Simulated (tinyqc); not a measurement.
Lateral field, substrate current, probability of reaching the oxide barrier and hot-carrier lifetime of a silicon transistor (pseudo-two-dimensional and lucky-electron models): one step, computed by the program tinyqc. Command: `OMP_NUM_THREADS=1 python tinyqc.py 3015758 3015759 out.jsonl hotcar walk`. One thread of a shared host (Intel(R) Xeon(R) Processor @ 2.30GHz), about 0.01 s of CPU time with the checks.

Local-field models: a lucky carrier gains its energy at the peak field over a path free of collisions. Voltages are magnitudes.

Problem. Peak lateral field. C_ox = 3.9 eps_0/t; F_sat = 2 v_s/mu; V_Dsat = V_ov F_sat L/(V_ov + F_sat L), V_ov = V_G - V_T; I_D/W = C_ox v_s (V_ov - V_Dsat). Scale length l = 0.22 t^(1/3) x_j^(1/2) (all in cm); F_m = sqrt(((V_D - V_Dsat)/l_e)^2 + F_sat^2), with l_e = l; length of the velocity-saturated region l_e ln((V_D - V_Dsat)/(l_e F_sat) + F_m/F_sat).

Inputs (values chosen for the exercise, modelled on a silicon n-channel): channel length L = 560 nm; oxide thickness t = 15 nm; junction depth x_j = 120 nm; mobility mu = 360 cm^2/(V s); saturation velocity v_s = 0.85 1e7 cm/s; threshold voltage V_T = 0.78 V; gate voltage V_G = 1.8 V; drain voltage V_D = 3.8 V; ionisation prefactor A_i = 2.2e+06 1/cm; ionisation field B_i = 1.71 MV/cm; hot-carrier mean free path lambda = 7.5 nm; oxide barrier phi_b = 3.1 eV; interface-trap threshold phi_it = 3.8 eV; lifetime constant H = 200 s microampere/micrometre.

Drain: abrupt.

Constants: eps_0 = 8.8541878128e-12 F/m.

Give: scale length l; peak field F_m; velocity-saturated length; energy gained over one free path, e lambda F_m.

Solution.

scale length l = 87.239 nm

peak field F_m = 354.37 kV/cm

velocity-saturated length = 235.91 nm

energy gained over one free path, e lambda F_m = 0.26578 eV
